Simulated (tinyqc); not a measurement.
# Gain factor and gap resistance from two string resistances

Question. At small bit-line voltage each of the 64 cells has the resistance 1/(K x) at overdrive x (no mobility reduction) in series with a gap resistance Rg. Find K, Rg and the share of the gaps at the higher overdrive.

resistance of a string of 64 equal cells at overdrives of 3.9 and 7.5 V (kohm): 2782.2364  1876.8429

Answer. The resistance per cell is a straight line in 1/x with slope 1/K and intercept Rg.

K = 8.70 uA/V^2
Rg = 14.0 kohm
share of the gaps = 47.7 %

Computed by the program tinyqc: `OMP_NUM_THREADS=1 python tinyqc.py 2142068 2142069 out.jsonl`, one thread of a shared Intel Xeon 2.30GHz, about 0.5 s for the whole run.
